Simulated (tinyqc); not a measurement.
Worked calculation: tight binding, kagome lattice. One step of it, computed by the program tinyqc.

Task: Levels at K. Diagonalise the Hermitian matrix.

H(k) at K (eV), order A, B, C:
```
[[0.000000, -0.540000+0.935307i, -0.540000-0.935307i],
 [-0.540000-0.935307i, 0.000000, -0.540000+0.935307i],
 [-0.540000+0.935307i, -0.540000-0.935307i, 0.000000]]
```

Give: eigenvalues.

Result:

eigenvalues (eV): [-1.0800, -1.0800, 2.1600]
